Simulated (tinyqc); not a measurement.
Electrons shared among three sets of ellipsoidal valleys: one step. Fermi level and populations. Three cases, with inputs chosen for the exercise.

Problem. Solve n = sum_i N_i F_1/2((EF - dE_i)/kT), energies from the edge of the first set.

F_j(eta) = (1/Gamma(j + 1)) integral_0^infinity x^j dx/(1 + exp(x - eta)), which tends to exp(eta) for eta << 0.

Case 1.

Values chosen (out of a larger set: masses and offsets near those of GaP; mobilities are free inputs, held fixed; not measured data): dE = (0, 0.455, 0.553) eV (edges of X, L, Gamma above the first); n = 1.1e+17 1/cm^3 (total electron density).

N_i (1/cm^3): X 2.738580e+19, L 1.594670e+19, Gamma 1.230918e+18

kT = 0.02585200 eV

Case 2.

Values chosen (out of a larger set: masses and offsets near those of Ge; mobilities are free inputs, held fixed; not measured data): dE = (0, 0.14, 0.194) eV (edges of L, Gamma, Delta above the first); n = 9e+17 1/cm^3 (total electron density).

N_i (1/cm^3): L 1.043023e+19, Gamma 2.083281e+17, Delta 2.893323e+19

kT = 0.02585200 eV

Case 3.

Values chosen (out of a larger set: masses and offsets near those of Ge; mobilities are free inputs, held fixed; not measured data): dE = (0, 0.112, 0.169) eV (edges of L, Gamma, Delta above the first); n = 2e+18 1/cm^3 (total electron density).

N_i (1/cm^3): L 1.596479e+19, Gamma 3.325478e+17, Delta 4.242479e+19

kT = 0.03446933 eV

Give: EF; eta_i; n_i; shares.

Solution.

Case 1.

EF = -0.1426 eV

eta_i: X -5.52, L -23.12, Gamma -26.91

n_i (1/cm^3): X 1.10e+17, L 1.46e+09, Gamma 2.54e+06

shares: X 1.0000, L 0.0000, Gamma 0.0000

X holds most electrons (100.0 %). Boltzmann weights N_i exp(-dE_i/kT) would give L a share of 0.0000.

Case 2.

EF = -0.0626 eV

eta_i: L -2.42, Gamma -7.84, Delta -9.93

n_i (1/cm^3): L 8.99e+17, Gamma 8.23e+13, Delta 1.42e+15

shares: L 0.9983, Gamma 0.0001, Delta 0.0016

L holds most electrons (99.8 %). Boltzmann weights N_i exp(-dE_i/kT) would give Gamma a share of 0.0001.

Case 3.

EF = -0.0708 eV

eta_i: L -2.06, Gamma -5.30, Delta -6.96

n_i (1/cm^3): L 1.96e+18, Gamma 1.65e+15, Delta 4.03e+16

shares: L 0.9790, Gamma 0.0008, Delta 0.0202

L holds most electrons (97.9 %). Boltzmann weights N_i exp(-dE_i/kT) would give Gamma a share of 0.0008.

Computed by tinyqc, one run a case: `OMP_NUM_THREADS=1 python tinyqc.py N N+1 out.jsonl` with N = 1681911, 1681966, 1681979; one thread of a shared Intel(R) Xeon(R) Processor @ 2.30GHz, about 0.01 s a run at most.
